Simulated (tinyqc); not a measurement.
From results back to parameters: thresholds of impact ionisation and Auger recombination from band masses. Two cases, with inputs chosen for the exercise.

Problem. For parabolic bands the thresholds of impact ionisation are Eg (1 + 2 mu)/(1 + mu) for electrons and Eg (2 + mu)/(1 + mu) for heavy holes, mu = me/mh. Both are given.

Case 1.

thresholds for electrons and holes (eV): 1.802242  2.955758

Case 2.

thresholds for electrons and holes (eV): 0.451014  0.826986

Find: Eg; mu.

Solution. The sum is 3 Eg; mu = (E_e - Eg)/(2 Eg - E_e).

Case 1.

Eg = 1.586 eV
mu = 0.1579

Case 2.

Eg = 0.426 eV
mu = 0.0624

Computed by tinyqc, one run a case: `OMP_NUM_THREADS=1 python tinyqc.py N N+1 out.jsonl` with N = 1880526, 1880536; one thread of a shared Intel(R) Xeon(R) Processor @ 2.30GHz, about 0.01 s a run at most.
